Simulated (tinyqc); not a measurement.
Interfaces: Cahn-Hilliard equation on a periodic one-dimensional grid. Computed by tinyqc, a small Python program. Command: `OMP_NUM_THREADS=1 python tinyqc.py 3025186 3025187 out.jsonl cahn walk`. One thread of a shared host (Intel(R) Xeon(R) Processor @ 2.30GHz), about 0.1 s of CPU time with the checks.

Free energy F = h sum_j [A (c_j^2 - 1)^2/4 + (kappa/2) ((c_(j+1) - c_j)/h)^2]; dc/dt = Lap(mu), mu = A (c^3 - c) - kappa Lap(c), Lap(y)_j = (y_(j+1) - 2 y_j + y_(j-1))/h^2, mobility 1; the grid has n = 12 points.

Inputs (values chosen for the exercise, in reduced units):
```
quantity                    value  unit
spacing h                     1.1     -
well depth A                  1.4     -
gradient coefficient kappa    1.5     -
mean composition c0         -0.25     -
noise amplitude              0.02     -
time step dt                0.049     -
end time                      150     -
```

Scheme: explicit Euler.

Method:
- Start: c_j = c0 + amplitude x (z_j - mean of z).
- c(new) = c + dt Lap(mu).
- Run to the end time; break off if |c| exceeds 3 or F has risen by more than 1e-9 in more than 30 steps. Domains = stretches with c > c0.
- Continuum wall between c = -1 and +1: c = tanh(x/w), w = sqrt(2 kappa/A), energy s = (2/3) sqrt(2 kappa A). With two walls per domain, the estimate of F at the end is 2 x domains x s. Volume fraction of the +1 phase by the lever rule: (1 + c0)/2.

random numbers: 0.078  0.127  -0.516  -0.797  -0.775  -0.655  0.083  -0.386  0.669  0.318  -0.094  -0.369

Course:
```
step        t        F      min c      max c  domains
0       0.000  4.06076  -0.262078  -0.232758        3
61      2.989  4.05996  -0.267800  -0.235283        1
153     7.497  4.05759  -0.282997  -0.216675        1
306    14.994  4.01809  -0.361051  -0.110792        1
459    22.491  3.51455  -0.578740   0.341813        1
612    29.988  2.68665  -0.909743   0.789942        1
918    44.982  2.65365  -0.975686   0.851099        1
1224   59.976  2.65365  -0.975876   0.851251        1
1684   82.516  2.65365  -0.975855   0.851198        1
2143  105.007  2.65365  -0.975833   0.851145        1
2602  127.498  2.65365  -0.975811   0.851090        1
3061  149.989  2.65365  -0.975788   0.851035        1
```

F at the end = 2.65365

c at the end: -0.359870  -0.804916  -0.942900  -0.975788  -0.969026  -0.908619  -0.682369  -0.057470  0.618957  0.851035  0.805009  0.425958

wall half width w = 1.4639

wall energy s = 1.3663

estimate of F = 2.7325

volume fraction = 0.375

w/h = 1.3308

What does the comparison show, and why?

The run ends at F = 2.6536, 0.97 of the estimate: close to it, but the extremes of c are -0.976 and 0.851.
